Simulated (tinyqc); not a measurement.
Short-channel transistor, virtual-source model with series resistance: one step of the calculation.

The current per gate width is the charge at the top of the source barrier (the virtual source) times its velocity times a saturation function; al and be are fitting constants of the model. Units: I in uA/um, Rs in ohm um, so I Rs = 1e-6 I Rs in volts; Q in uC/cm^2, so I = 1e-4 Q vx0 Fsat with vx0 in cm/s.

Task. Current through the series resistance. Intrinsic voltages Vg' = Vgs - I Rs, Vd' = Vds - 2 I Rs. n = n0 + nd Vd', VT = VT0 - dl Vd', Ff = 1/(1 + exp((Vg' - VT + al Vt/2)/(al Vt))), Q = Cinv n Vt ln(1 + exp((Vg' - VT + al Vt Ff)/(n Vt))), Vdsat = (vx0 L/mu)(1 - Ff) + Vt Ff, Fsat = u/(1 + u^be)^(1/be) with u = Vd'/Vdsat, and I(out) = Q vx0 Fsat per width. (Fsat takes the sign of u.) Newton step: I(new) = I + (I(out) - I)/(1 - s), s = dI(out)/dI by a central difference with +/- 0.001 uA/um.

Inputs (values chosen for the exercise):
- T = 293 K (temperature)
- Cinv = 3.18 uF/cm^2 (inversion capacitance)
- vx0 = 3.62e7 cm/s (velocity at the virtual source)
- mu = 150 cm^2/(V s) (apparent mobility)
- L = 25 nm (channel length)
- VT0 = 0.34 V (threshold at zero drain voltage)
- dl = 0.028 V/V (drain-induced barrier lowering)
- n0 = 1.46 (subthreshold factor)
- nd = 0.05 1/V (growth of n with drain voltage)
- al = 3.5 (threshold shift (in units of Vt) from weak to strong inversion)
- be = 1.8 (sharpness of saturation)
- Rs = 200 ohm um (series resistance of each contact)
- Vgs = 0.9 V (gate voltage)
- Vds = 0.45 V (drain voltage)

Constants: q = 1.602176634e-19 C, kB = 1.380649e-23 J/K, Vt = kB T/q. Results are converted to the units shown.

I at the start = 0 uA/um

Find: Vg'; Vd'; VT; Ff; Q; Vdsat; Fsat; I(out); s; I after iteration 1.

Result.

Vg' = 0.9000 V
Vd' = 0.4500 V
VT = 0.3274 V
Ff = 9.299e-4
Q = 1.821 uC/cm^2
Vdsat = 0.6028 V
Fsat = 0.5768
I(out) = 3803 uA/um
s = -3.521
I after iteration 1 = 841.2 uA/um

Numbers from tinyqc (`OMP_NUM_THREADS=1 python tinyqc.py 2380136 2380137 out.jsonl`; about 0.01 s on one thread of a shared Intel Xeon 2.30GHz).
